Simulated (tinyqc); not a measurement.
# Dose and depth of a threshold implant

Question. A sheet of D acceptors per cm^2 lies at depth xi inside the depleted layer of a body doped Na. In the depletion approximation VT = Vfb + f2 + q D/Cox + gamma sqrt(f2 + Vsb - q D xi/(eps0 eps_r)), gamma = sqrt(2 eps0 eps_r q Na)/Cox, Cox = eps0 eox/tox. Find gamma, D and xi.

Inputs (values chosen for the exercise); band and dielectric values close to those of silicon: relative permittivity eps_r = 11.6; acceptor density deep in the body Na = 1.6e18 cm^-3; relative permittivity of the gate insulator (close to hafnium oxide) eox = 21.8; insulator thickness tox = 6.3 nm; flat-band voltage Vfb = -0.92 V; band bending 2 phiF at threshold f2 = 0.963 V.

Constants: q = 1.602176634e-19 C, eps0 = 8.8541878128e-14 F/cm where lengths are in cm. Results are converted to the units shown.

VT against the source at Vsb = 0 and 2.4 V (V): [0.28689518, 0.49078836]

Answer. With y^2 = f2 - q D xi/(eps0 eps_r) and d the difference of the thresholds over gamma, sqrt(y^2 + Vsb) - y = d gives y = (Vsb - d^2)/(2 d). The first threshold then gives D, and y^2 gives xi.

gamma = 0.2368 V^0.5
D = 3.000e11 cm^-2
xi = 7.400 nm

Program tinyqc, `OMP_NUM_THREADS=1 python tinyqc.py 2080046 2080047 out.jsonl`; Intel Xeon 2.30GHz, shared host, one thread, about 0.3 s.
